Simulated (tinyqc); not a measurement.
Choice of the trial orbital: Wannier function of the lower band of a two-orbital chain.

H(k) = [[-d/2 - 2 ta cos k, -t1 - t2 exp(-ik)], [-t1 - t2 exp(ik), d/2 - 2 tb cos k]], k in 1/a, Bloch sums with exp(ikR) and without the positions inside the cell. Mesh k_j = 2 pi j/N. Projection gauge: each lower eigenvector u is multiplied by the phase that makes <trial|u> real and positive (the one-band case of Loewdin orthogonalisation). Wannier amplitudes w(R) = (1/N) sum_k exp(ikR) u(k); hoppings H(R) = (1/N) sum_k exp(-ikR) E(k).

Values chosen for the exercise: d = -0.49 eV (A at -d/2, B at +d/2); t1 = 1.65 eV (A-B in the cell); t2 = 1.29 eV (B to A of the next cell); ta = 0.13 eV (A-A between cells); tb = -0.25 eV (B-B between cells); xb = 0.5 a (position of B (A at 0)).

N = 16. Centre, Omega_I and Omega_D from overlaps (b = 2 pi/N, M_j = u_j^+ diag(1, exp(-i b xb)) u_(j+1); Omega_D = (1/(N b^2)) sum (arg M_j + b centre)^2).

Trial angle:
```
th (deg),smallest projection,centre (a),Omega_I (a^2),Omega_D (a^2)
0,0.258,0.4119,0.13699,0.56028
15,0.500,0.4119,0.13699,0.22423
30,0.707,0.4119,0.13699,0.10186
45,0.866,0.4119,0.13699,0.04424
60,0.922,0.4119,0.13699,0.01421
75,0.854,0.4119,0.13699,0.00102
90,0.691,0.4119,0.13699,0.00494
```

Omega_I is the same for all. Omega_D is smallest at 75 degrees (0.00102) and largest at 0 (0.56028). The centre does not move.

Program tinyqc; command `OMP_NUM_THREADS=1 python tinyqc.py 1451937 1451938 out.jsonl`; about 0.1 s on one thread of a shared Intel(R) Xeon(R) Processor @ 2.30GHz.
